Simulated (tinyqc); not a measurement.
# Dose and depth of a threshold implant

Inverse problem. A sheet of D acceptors per cm^2 lies at depth xi inside the depleted layer of a body doped Na. In the depletion approximation VT = Vfb + f2 + q D/Cox + gamma sqrt(f2 + Vsb - q D xi/(eps0 eps_r)), gamma = sqrt(2 eps0 eps_r q Na)/Cox, Cox = eps0 eox/tox. Find gamma, D and xi.

Values chosen for this exercise; band and dielectric values close to those of silicon: relative permittivity eps_r = 11.7; acceptor density deep in the body Na = 1.5e16 cm^-3; relative permittivity of the gate insulator (close to zirconium oxide) eox = 24.6; insulator thickness tox = 20 nm; flat-band voltage Vfb = -0.52 V; band bending 2 phiF at threshold f2 = 0.798 V.

Constants: q = 1.602176634e-19 C, eps0 = 8.8541878128e-14 F/cm where lengths are in cm. Results are converted to the units shown.

VT against the source at Vsb = 0 and 1.9 V (V): 0.54995020  0.60165734

Solution. With y^2 = f2 - q D xi/(eps0 eps_r) and d the difference of the thresholds over gamma, sqrt(y^2 + Vsb) - y = d gives y = (Vsb - d^2)/(2 d). The first threshold then gives D, and y^2 gives xi.

gamma = 0.0648 V^0.5
D = 1.50e12 cm^-2
xi = 7.40 nm

Computed by the program tinyqc: `OMP_NUM_THREADS=1 python tinyqc.py 2080172 2080173 out.jsonl`, one thread of a shared Intel Xeon 2.30GHz, about 0.4 s for the whole run.
